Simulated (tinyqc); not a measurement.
What moves the results: pi bands of a honeycomb layer in tight binding. A value that a table varies takes the place of the one given here.

Lattice vectors a (1,0) and a (1/2, sqrt3/2); f = exp(i ky a/sqrt3) + 2 cos(kx a/2) exp(-i ky a/(2 sqrt3)), w = |f|. H = [[D - t2 F, -t f], [., -D - t2 F]] with F = w^2 - 3, S = [[1, s0 f], [., 1]]; the levels solve det(H - E S) = 0. K = (4 pi/3a, 0), M = (pi/a, pi/(sqrt3 a)); w = 3, 1, 0 at Gamma, M, K.

Constants: hbar^2/2m0 = 3.80998211 eV angstrom^2.

Inputs chosen for the exercise (of the size used for graphene; not measured data): a = 2.46 angstrom (lattice constant); t = 2.76 eV (nearest hopping); t2 = 0.21 eV (second-neighbour hopping); s0 = 0 (overlap of neighbours); D = 0 eV (+D on A, -D on B).

## How far the cone holds

Upper and lower levels at distance q from K towards Gamma (-x) and towards M (+x), measured from 3 t2; cone: sqrt(D^2 + (hbar v q)^2), hbar v = (sqrt3/2) a (t + 3 t2 s0).

Levels (eV):
```
q (1/angstrom)    cone  upper, to Gamma  lower, to Gamma  upper, to M  lower, to M
0.02            0.1176           0.1180          -0.1188       0.1164      -0.1171
0.05            0.2940           0.2966          -0.3015       0.2863      -0.2909
0.10            0.5880           0.5972          -0.6175       0.5568      -0.5745
0.15            0.8820           0.9003          -0.9474       0.8112      -0.8492
0.20            1.1760           1.2044          -1.2901       1.0489      -1.1133
0.30            1.7640           1.8094          -2.0106       1.4732      -1.6037
0.40            2.3520           2.4013          -2.7699       1.8281      -2.0337
0.60            3.5280           3.5077          -4.3612       2.3262      -2.6703
```

How do the results move?

At q = 0.2 the upper band lies +28 meV from the cone towards Gamma and -127 meV towards M; half their difference, 78 meV, is the trigonal warping, steeper towards Gamma, and their mean, -49 meV, comes from the bending of the band and from t2 or the overlap. All four values stay within 5 % of the cone up to q = 0.05. The electron-hole asymmetry, upper plus lower towards Gamma, is -86 meV at q = 0.2.

## Fermi level against carrier density

hbar v = 5.87997 eV angstrom

Cone with four flavours: n = kF^2/pi, EF = sqrt(D^2 + (hbar v kF)^2), density of states 2 EF/(pi (hbar v)^2), quantum capacitance e^2 times it (1 e^2/(eV angstrom^2) = 1602.177 microF/cm^2), cyclotron mass 2c EF/(hbar v)^2, c = hbar^2/2m0; 1e12/cm^2 = 1e-4/angstrom^2.

Filling:
```
n (1e12/cm^2)  kF (1/angstrom)  EF (eV)  Cq (microF/cm^2)  cyclotron mass (m0)
0.10                   0.00560   0.0330             0.972               0.0073
0.25                   0.00886   0.0521             1.537               0.0115
0.50                   0.01253   0.0737             2.174               0.0162
1.00                   0.01772   0.1042             3.075               0.0230
2.00                   0.02507   0.1474             4.348               0.0325
4.00                   0.03545   0.2084             6.149               0.0459
10.00                  0.05605   0.3296             9.723               0.0726
20.00                  0.07927   0.4661            13.750               0.1027
```

What can be read from the table?

From 1 to 4e12/cm^2 EF rises by a factor 2.000, the square root of four. Capacitance and mass grow in proportion to EF counted from mid-gap, so hardly at all while a large gap term dominates it; in a parabolic band both are constant; Cq is 3.07 microF/cm^2 at 1e12/cm^2, against 3.45 for 1 nm of a dielectric with eps = 3.9.

## What each parameter does

Gap at K, difference at M, and the two levels at Gamma, from (e - E)^2 - D^2 - (t + s0 E)^2 w^2 = 0, e = -t2 (w^2 - 3). Each row changes one parameter from the base and keeps the others.

Results:
```
case                 gap at K (eV)  difference at M (eV)  lower at Gamma (eV)  upper at Gamma (eV)
base                        0.0000                5.5200              -9.5400               7.0200
t = 2.898 eV                0.0000                5.7960              -9.9540               7.4340
t2 = 0.26 eV                0.0000                5.5200              -9.8400               6.7200
s0 = 0.03                   0.0000                5.5502              -8.7523               7.7143
D = 0.1 eV                  0.2000                5.5236              -9.5406               7.0206
a = 2.5092 angstrom         0.0000                5.5200              -9.5400               7.0200
```

How do the results move?

The largest shifts from the base row, up to three for each result and ties (the steps differ in size, so this ranks the rows, not the parameters). gap at K (eV): D +0.2000; unchanged at the printed digits by t, t2, s0 and a. difference at M (eV): t +0.2760, s0 +0.0302, D +0.0036; unchanged at the printed digits by t2 and a. lower at Gamma (eV): s0 +0.7877, t -0.4140, t2 -0.3000; unchanged at the printed digits by a. upper at Gamma (eV): s0 +0.6943, t +0.4140, t2 -0.3000; unchanged at the printed digits by a. At points fixed by symmetry a drops out; the gap at K is 2D whatever the hoppings.

Program tinyqc; command `OMP_NUM_THREADS=1 python tinyqc.py 1451228 1451229 out.jsonl`; about 0.01 s on one thread of a shared Intel(R) Xeon(R) Processor @ 2.30GHz.
